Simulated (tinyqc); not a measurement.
Trap density from the barrier height.

Inverse problem. In a partly depleted grain with all boundary traps filled, 2 N W = Qt and VB = q N W^2/(2 eps0 eps_r). Find Qt, W and the doping at which VB would equal Vt.

Inputs (values chosen for the exercise): temperature T = 400 K; relative permittivity eps_r = 11.7.

Constants: q = 1.602176634e-19 C, kB = 1.380649e-23 J/K, Vt = kB T/q, eps0 = 8.8541878128e-14 F/cm where lengths are in cm. Results are converted to the units shown.

doping = 3.6e17 cm^-3
barrier height = 0.15519623 V

Solution. Eliminating W gives VB = q Qt^2/(8 eps0 eps_r N), which falls as 1/N.

Qt = 1.70e12 cm^-2
W = 23.6 nm
doping for VB = Vt = 1.62e18 cm^-3

Numbers from tinyqc (`OMP_NUM_THREADS=1 python tinyqc.py 2830253 2830254 out.jsonl`; about 0.01 s on one thread of a shared Intel Xeon 2.30GHz).
